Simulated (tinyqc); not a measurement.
What moves the results: standing waves and exposure in a photoresist film. A value that a table varies takes the place of the one given here.

Normal incidence from air. Unexposed resist: N1 = n1 + i k1 with k1 = (A + B) lam/(4 pi), lam in micrometres. r01 = (1 - N1)/(1 + N1), t01 = 2/(1 + N1). Substrate Ns = ns + i ks: r12 = (N1 - Ns)/(N1 + Ns). With p = exp(2 pi i N1 d/lam), the field at depth z is E(z) = t01 [exp(2 pi i N1 z/lam) + r12 p^2 exp(-2 pi i N1 z/lam)]/(1 + r01 r12 p^2), the relative intensity I(z) = n1 |E(z)|^2 and the reflectance R = |(r01 + r12 p^2)/(1 + r01 r12 p^2)|^2.

Inputs chosen for the exercise (a resist on Si, indices near tabulated ones; shifted at random, so the results belong to these values and not to a real crystal): lam = 193 nm (vacuum wavelength); n1 = 1.727 (resist index); A = 0 1/micrometre (bleachable absorption (Dill A)); B = 1.04 1/micrometre (fixed absorption (Dill B)); d = 211 nm (resist thickness); ns = 0.883 (substrate n); ks = 2.74 (substrate k).

## Swing of the coupled dose with resist thickness

The mean of I is taken over 800 depths; the relative dose to clear is taken as 1/(mean of I over the lowest period, 60 depths), scaled to 1 in the first row.

Swing:

| d (nm) | R | mean I | relative dose |
|---|---|---|---|
| 211.0 | 0.5531 | 0.9544 | 1.000 |
| 220.3 | 0.5335 | 0.9581 | 0.961 |
| 229.6 | 0.3852 | 1.2311 | 0.740 |
| 238.9 | 0.1686 | 1.6534 | 0.565 |
| 248.3 | 0.2134 | 1.5595 | 0.619 |
| 257.6 | 0.4167 | 1.1404 | 0.855 |
| 266.9 | 0.5182 | 0.9163 | 1.044 |
| 276.2 | 0.4978 | 0.9261 | 1.005 |
| 285.5 | 0.3476 | 1.1778 | 0.784 |
| 294.8 | 0.1365 | 1.5458 | 0.610 |
| 304.1 | 0.1798 | 1.4608 | 0.663 |
| 313.4 | 0.3814 | 1.0876 | 0.899 |
| 322.8 | 0.4859 | 0.8830 | 1.091 |

The period is 55.9 nm, six rows. The relative dose swings between 0.565 and 1.091, a ratio (max - min)/mean of 0.632, against the estimate 4 sqrt(|r01|^2 |r12|^2) exp(-(A + B) d) = 0.643 for the oscillating part alone; the ratio from the table also holds the slow rise from absorption, 9.1 % over two periods, so the two are not strictly comparable. The dose is least sensitive to thickness at an extremum; the lowest dose listed is at 238.9 nm.

## What moves the exposure

The mean of I is over 800 depths. Each row changes one parameter from the base and keeps the others.

Results:

| case | \|r12\|^2 | R | mean I | I at the bottom |
|---|---|---|---|---|
| base | 0.5645 | 0.5531 | 0.9544 | 0.4644 |
| d = 221 nm | 0.5645 | 0.5271 | 0.9687 | 0.4895 |
| n1 = 1.744 | 0.5630 | 0.5628 | 0.9271 | 0.4618 |
| B = 1.24 1/micrometre | 0.5627 | 0.5261 | 0.9323 | 0.4497 |
| ks = 2.466 | 0.5176 | 0.5300 | 0.9329 | 0.5188 |
| ns = 0.971 | 0.5373 | 0.5374 | 0.9470 | 0.4532 |

The largest shifts from the base row, up to three for each result and ties (the steps differ in size, so this ranks the rows, not the parameters). |r12|^2: ks -0.0468, ns -0.0272, B -0.0018; unchanged at the printed digits by d. R: B -0.0270, d -0.0260, ks -0.0231. mean I: n1 -0.0272, B -0.0221, ks -0.0214. I at the bottom: ks +0.0544, d +0.0251, B -0.0147.

Computed by tinyqc, a small Python program: `OMP_NUM_THREADS=1 python tinyqc.py 1652241 1652242 out.jsonl` (the numbers bound the seed that draws the inputs); one thread of a shared host (Intel(R) Xeon(R) Processor @ 2.30GHz), about 0.01 s for the whole set of steps.
